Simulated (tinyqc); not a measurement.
Comparisons within one model: special k points of the bcc lattice. A value that a table varies takes the place of the one given here.

Lattice vectors in units of a: a1 = (-1/2, 1/2, 1/2), a2 = (1/2, -1/2, 1/2), a3 = (1/2, 1/2, -1/2); reciprocal vectors b_i with a_i . b_j = 2 pi delta_ij. Mesh: k = sum_i f_i b_i with f_i = (2 j_i + shift)/(2 N), j_i = 0 .. N-1. The point group of the lattice has 48 operations; only those that map the mesh onto itself are used.

A_m(k) = sum over the m-th star of lattice vectors R of cos(k . R), stars in order of length: m = 1: |R|^2 = 0.75, 8 vectors, such as (1, 1, 1) in the basis a_i; m = 2: |R|^2 = 1, 6 vectors, such as (1, 1, 0) in the basis a_i; m = 3: |R|^2 = 2, 12 vectors, such as (2, 1, 1) in the basis a_i; m = 4: |R|^2 = 2.75, 24 vectors, such as (2, 2, 1) in the basis a_i; m = 5: |R|^2 = 3, 8 vectors, such as (2, 2, 2) in the basis a_i; m = 6: |R|^2 = 4, 6 vectors, such as (2, 2, 0) in the basis a_i. The zone mean of every A_m is zero.

Test function, the lower band of a two-band insulator: E(k) = -sqrt(D^2 + (e0 - t A_1(k))^2).

Parameters, chosen for this exercise:

| symbol | value | unit | meaning |
|---|---|---|---|
| D | 2.88 | eV | half gap term |
| t | 0.58 | eV | coupling |
| e0 | 1.46 | eV | offset |
| N | 2 |  | points along each reciprocal vector |
| shift | 1 |  | half steps |

## Mesh size and shift

Errors of the mean of E against the unshifted mesh with N = 24. The fifth column is |R|^2 of the shortest star with a non-zero mean.

Meshes:

| mesh | points | irreducible | operations | \|R\|^2 missed | error (meV) |
|---|---|---|---|---|---|
| 1 Gamma | 1 | 1 | 48 | 0.75 | -745.970 |
| 1 shifted | 1 | 1 | 48 | 0.75 | -3201.350 |
| 2 Gamma | 8 | 3 | 48 | 3.00 | -256.855 |
| 2 shifted | 8 | 2 | 48 | 3.00 | 315.413 |
| 3 Gamma | 27 | 4 | 48 | 6.75 | -3.232 |
| 3 shifted | 27 | 4 | 48 | 6.75 | 3.886 |
| 4 Gamma | 64 | 8 | 48 | 12.00 | 0.142 |
| 4 shifted | 64 | 6 | 48 | 12.00 | -1.092 |
| 5 Gamma | 125 | 10 | 48 | 18.75 | 0.003 |
| 5 shifted | 125 | 10 | 48 | 18.75 | 0.249 |
| 6 Gamma | 216 | 16 | 48 | >24 | -0.019 |
| 6 shifted | 216 | 14 | 48 | >24 | -0.031 |

reference mean = -3.54435 eV

The shifted mesh has the smaller error for 0 of 6 values of N and the larger for 6. The cheapest mesh within 1 meV is 4 Gamma, with 8 irreducible points. A mesh misses the lattice vectors N (n1 a1 + n2 a2 + ...); the half shift gives each the sign (-1)^(n1 + n2 + ...), so the 8 shortest ones add up to -8 in place of 8: their term only changes sign. The shift keeps the full symmetry; it leaves fewer irreducible points for N = 2, 4 and 6.

## Gap and mesh density

D takes the values listed; errors against the unshifted mesh with N = 30, for unshifted meshes.

Errors (meV):

| D (eV) | reference (eV) | N = 2 | N = 4 | N = 6 | N = 8 |
|---|---|---|---|---|---|
| 0.2 | -1.8469 | -419.514 | -48.507 | 2.939 | 4.887 |
| 0.4 | -1.8978 | -402.284 | -37.125 | 1.881 | 2.989 |
| 0.8 | -2.0617 | -365.831 | -18.833 | 0.147 | 0.736 |
| 1.5 | -2.4781 | -316.554 | -4.570 | -0.169 | 0.038 |
| 2.5 | -3.2304 | -270.576 | -0.191 | -0.036 | -0.001 |
| 4.0 | -4.5214 | -222.722 | 0.314 | -0.003 | 0.000 |

The first listed N from which the error stays below 0.5 meV is none for D = 0.2, none for D = 0.4, none for D = 0.8, 6 for D = 1.5, 4 for D = 2.5, 4 for D = 4 eV. A larger D makes the function smoother, so its Fourier coefficients fall faster with |R|; single entries change sign along a column, so a small error on one coarse mesh can be a cancellation.

## One point for the whole zone

The mean-value (Baldereschi) point is taken at k = (2 pi/a) (0.1667, 0.1667, 0.5), that is f = (0.25, 0.25, -0.0833); the reference is the mesh with N = 24.

Single points:

| point | A_1 | A_2 | A_3 | A_4 | E (eV) |
|---|---|---|---|---|---|
| Gamma | 8.000 | 6.000 | 12.000 | 24.000 | -4.2903 |
| mean-value point | 0.000 | 0.000 | -3.000 | 0.000 | -3.2289 |
| zone-face centre b1/2 | 0.000 | -2.000 | -4.000 | 0.000 | -3.2289 |

reference mean = -3.5443 eV

The mean-value point makes A_1, A_2 and A_4 vanish. Its error is +315 meV, against -746 meV at Gamma and +315 meV at b1/2. E is not linear in A_1; its powers hold sums of nearest vectors and a non-zero mean, so this point is not exact. A_1 has the same value at b1/2, and E depends on A_1 alone, so this test cannot tell the two points apart.

## What moves the zone average

Mean of E over the mesh, and its error against the unshifted mesh with N = 24. Each row changes one parameter from the base and keeps the others.

Results:

| case | mean (eV) | error (meV) | irreducible points |
|---|---|---|---|
| base | -3.2289 | 315.41 | 2 |
| N = 3 | -3.5405 | 3.89 | 4 |
| shift = 0 | -3.8012 | -256.85 | 3 |
| D = 2.016 eV | -2.4891 | 360.91 | 2 |
| t = 0.754 eV | -3.2289 | 509.08 | 2 |

The largest shifts from the base row, up to three for each result and ties (the steps differ in size, so this ranks the rows, not the parameters). mean (eV): D +0.7398, shift -0.5723, N -0.3115; unchanged at the printed digits by t. error (meV): shift -572.27, N -311.53, t +193.67. irreducible points: N +2, shift +1; unchanged at the printed digits by D and t.

tinyqc: `OMP_NUM_THREADS=1 python tinyqc.py 1651952 1651953 out.jsonl`; about 0.1 s, one thread, shared Intel(R) Xeon(R) Processor @ 2.30GHz.
